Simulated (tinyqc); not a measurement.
Schottky barrier with interface states (Cowley-Sze model), image lowering and contact resistance: one step, computed by the program tinyqc. Command: `OMP_NUM_THREADS=1 python tinyqc.py 3020786 3020787 out.jsonl pinning walk`. One thread of a shared host (Intel(R) Xeon(R) Processor @ 2.30GHz), about 0.01 s of CPU time with the checks.

An n-type semiconductor under a metal. The barrier lies between the Schottky-Mott limit phi_M - chi and the Bardeen limit E_g - E_n, E_n being the neutrality level of the interface states; the space-charge term of the full Cowley-Sze expression is left out.

Task: Tunnelling scale and contact resistivity. A* = 4 pi e m_e M_c k_B^2/h^3 (a simple valley count); J_s = A* T^2 exp(-phi/k_B T). E_00 = (e hbar/2) sqrt(N/(m_e eps_s eps_0)), E_0 = E_00 coth(E_00/k_B T); scaling form of the contact resistivity rho_c = (k_B/(e A* T)) exp(phi_B/E_0), which is the thermionic result when E_00 << k_B T and keeps only the leading exponential of tunnelling when E_00 >> k_B T; image lowering is left out of it.

Inputs (values chosen for the exercise, for a model semiconductor):
```
quantity                     value   unit
dielectric constant eps_s     12.8      -
electron mass m_e            0.482    m_0
valleys M_c                      3      -
donor density N            1.8e+17  cm^-3
temperature T                  425      K
```

Pinning factor from: interface states.

barrier phi_B = 0.8354001 eV

Constants: k_B = 8.617333262e-05 eV/K; hbar = 1.054571817e-34 J s; m_0 = 9.1093837015e-31 kg; eps_0 = 8.8541878128e-12 F/m; e = 1.602176634e-19 C; k_B = 1.380649e-23 J/K; h = 6.62607015e-34 J s.

Give: E_00; E_00/k_B T; E_0; contact resistivity rho_c.

Result:

E_00 = 0.003171 eV

E_00/k_B T = 0.08659

E_0 = 0.03672 eV

contact resistivity rho_c = 8.887 ohm cm^2

With the usual bounds 0.5 and 5 on E_00/k_B T the regime is thermionic emission.
